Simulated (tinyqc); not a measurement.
Worked calculation: capillary instabilities by surface diffusion: grooving and agglomeration of films, edge retraction, wire break-up and smoothing of roughness. Computed by tinyqc, a small Python program that keeps every step. Command: `OMP_NUM_THREADS=1 python tinyqc.py 3004649 3004650 out.jsonl dewet walk`. One thread of a shared host (Intel(R) Xeon(R) Processor @ 2.30GHz), about 0.01 s of CPU time with the checks. Intermediate numbers are printed to about 6 digits and carried at full precision; extremes and crossings named in words are read from the listed rows.

Isotropic surface energy; shapes change by surface diffusion alone.

Inputs (values chosen for the exercise, of the order of those of a cobalt film):

| quantity | value | unit |
|---|---|---|
| surface energy gamma_s | 2.23 | J/m^2 |
| grain-boundary energy gamma_b | 1 | J/m^2 |
| contact angle on the substrate theta | 95 | degrees |
| atomic volume Omega | 11.1 | angstrom^3 |
| surface sites nu | 14 | 1/nm^2 |
| prefactor D0 | 0.00061 | m^2/s |
| activation energy Q | 1.58 | eV |
| temperature T | 770 | K |
| time t | 120 | s |
| film thickness h | 18 | nm |
| grain radius R | 180 | nm |
| wire radius r | 9.4 | nm |
| initial ripple over radius | 0.05 | - |
| roughness wavelength lambda | 87 | nm |

Grooves: at the surface only.

Constants: k_B = 8.617333262e-05 eV/K; k_B = 1.380649e-23 J/K.

## The Mullins constant

B = D_s nu gamma_s Omega^2/(k_B T), D_s = D0 exp(-Q/(k_B T)).

D_s = 2.77950e-14 m^2/s

B = 10057.1 nm^4/s

length (B t)^(1/4) = 33.1446 nm

Lengths grow as t^(1/4): doubling one takes 16 times as long, or roughly 110 K more.

## Will grooves cut through?

Groove angle beta: sin(beta) = gamma_b/(2 gamma). For circular grains of radius R with spherical caps the groove ends (measured from the mean surface) at the depth R g(beta), g = (2 - 3 cos beta + cos^3 beta)/(3 sin^3 beta). The film parts if R g(beta_s) > h.

beta_s = 12.9567 degrees

sum of g = 0.0570206

critical R/h = 17.5375

final depth over h = 0.570206

The grooves stop short by this estimate; triple junctions groove deeper and may still open.

## Groove growth in time

Mullins' isolated groove: depth below the flat surface d = 0.780 m (B t)^(1/4), m = tan(beta_s), width between the ridges 4.6 (B t)^(1/4); time to reach h: (h/(0.780 m))^4/B.

groove depth = 5.94803 nm

groove width = 152.465 nm

time to reach the substrate = 10064.2 s

Caution: the grains are too small for the surface groove ever to reach the depth h.

## Retraction of a straight edge

A rim shaped as a circular segment with contact angle theta holds the area h x; its radius r obeys r^2 (theta - sin theta cos theta) = h x. To advance, the edge must carry a strip of the rim height H = r (1 - cos theta) over the rim, driven by the curvature 1/r over the distance r theta (the scaling argument of Brandon and Bradshaw): H dx/dt = B/(theta r^2) gives x^(5/2) = (5/2) B t c^(3/2)/(theta (1 - cos theta) h^(3/2)), c = theta - sin theta cos theta.

retraction x = 76.0986 nm

rim height H = 30.4602 nm

present speed = 0.253662 nm/s

The rim is 1.7 times the film thickness. x goes as t^(2/5) h^(-3/5): thin films retract faster.

## Break-up of a free wire

A wire with r + A cos(k z) has dA/dt = (B/r^4) (kr)^2 [1 - (kr)^2] A: unstable for wavelengths above 2 pi r, fastest at kr = 1/sqrt 2 with the rate B/(4 r^4); break-up time about (4 r^4/B) ln(r/A0); each wavelength makes a sphere of radius (3 r^2 lambda_m/4)^(1/3).

fastest wavelength = 83.5262 nm

break-up time = 9.30257 s

radius of the spheres = 17.6894 nm

t over the break-up time = 12.8997

The wire breaks up within t. Caution: faceting can stabilise wires along low-index directions.

## Smoothing against break-up

Roughness of wavelength lambda on a flat face decays as exp[-B (2 pi/lambda)^4 t]; the smoothing time is that for a factor e^3.

Times (s); the last column is (h/(0.780 tan beta_s))^4/B:

| T (K) | B (nm^4/s) | smoothing | wire break-up | groove to depth h |
|---|---|---|---|---|
| 654 | 1.73435e+02 | 6.35831e+02 | 5.39433e+02 | 5.83596e+05 |
| 693 | 7.92846e+02 | 1.39088e+02 | 1.18001e+02 | 1.27662e+05 |
| 732 | 3.07330e+03 | 3.58818e+01 | 3.04418e+01 | 3.29340e+04 |
| 770 | 1.00571e+04 | 1.09650e+01 | 9.30257e+00 | 1.00642e+04 |
| 808 | 2.93699e+04 | 3.75471e+00 | 3.18546e+00 | 3.44625e+03 |
| 847 | 7.96531e+04 | 1.38445e+00 | 1.17455e+00 | 1.27071e+03 |
| 924 | 4.43456e+05 | 2.48673e-01 | 2.10971e-01 | 2.28243e+02 |

All times share 1/B, so their ratios do not depend on T: break-up over smoothing is 0.85. The wire breaks before this roughness is smoothed, at any temperature. Smoothing is safe for lambda well below 2 pi r, above which a ripple along the wire grows instead. B spans 3.4 decades over these rows.

Checks made by the program: g against the volume of a spherical cap (relative difference below 1e-10).
